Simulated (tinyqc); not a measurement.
Two-step dopant diffusion (predeposition and drive-in) with a constant diffusivity: one step, computed by the program tinyqc.

Fick diffusion into a half space x > 0 whose background doping C_B is of the opposite type, so that a junction lies where C = C_B.

Task: Drive-in as a Gaussian. With a sealed surface and a thin source, C = Q/sqrt(pi (Dt)2) exp(-x^2/(4 (Dt)2)); x_j = 2 sqrt((Dt)2 ln(C(0)/C_B)); gradient at the junction |dC/dx| = C_B x_j/(2 (Dt)2).

Inputs (values chosen for the exercise, modelled on arsenic in silicon): surface concentration C_s = 1.2e+19 1/cm^3; background doping C_B = 2.4e+16 1/cm^3; predeposition temperature T1 = 1050 C; drive-in temperature T2 = 1050 C.

dose Q = 5.167746e+13 1/cm^2

drive-in budget (Dt)2 = 2.913129e-11 cm^2

Give: surface concentration C(0) (Gaussian); junction depth x_j; gradient at the junction.

Result:

surface concentration C(0) (Gaussian) = 5.4019e+18 1/cm^3

junction depth x_j = 0.25123 um

gradient at the junction = 1.0349e+22 1/cm^4

Caution: the drive-in budget is under fifteen times D1 t1, so the source is not thin and the Gaussian junction is too shallow. Caution: C_s exceeds the intrinsic carrier density of silicon at the predeposition temperature (2e18 to 1e19 per cm^3), where real diffusivities rise with concentration and profiles turn box-like.
